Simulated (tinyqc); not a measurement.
Area and perimeter leakage from two diodes.

Inverse problem. A square diode and a finger diode leak I = JA area + JP perimeter. Find JA, JP and the side of the square at which both parts are equal.

areas (um^2): 40000  86000
perimeters (um): 800  18060
leakage currents (pA): 2.784  8.1098000

Answer. Two linear equations give JA and JP; for a square of side a, JA a^2 = 4 JP a at a = 4 JP/JA.

JA = 6.70e-9 A/cm^2
JP = 1.30e-12 A/cm
side for equal parts = 7.76 um

tinyqc, about 0.01 s, one thread, Intel Xeon 2.30GHz (shared host): `OMP_NUM_THREADS=1 python tinyqc.py 2290138 2290139 out.jsonl`
